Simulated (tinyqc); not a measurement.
## Electron density from the filling shift

Question. At zero temperature the Burstein-Moss shift of one parabolic valley is (C/me + C/mh) kF^2 with kF = (3 pi^2 n)^(1/3), C = hbar^2/(2 m0). Find kF and n.

Inputs (values chosen for the exercise): electron mass me = 0.0806 m0; hole mass mh = 0.588 m0.

Constants: q = 1.602176634e-19 C, hbar = 1.054571817e-34 J s, m0 = 9.1093837015e-31 kg, hbar^2/(2 m0) = 0.0380998212 eV nm^2. Results are converted to the units shown.

filling shift = 403.89895 meV

Answer. The shift gives kF^2, and n = kF^3/(3 pi^2).

kF = 0.8669 1/nm
n = 2.200e19 cm^-3

Numbers from tinyqc (`OMP_NUM_THREADS=1 python tinyqc.py 2330109 2330110 out.jsonl`; about 0.01 s on one thread of a shared Intel Xeon 2.30GHz).
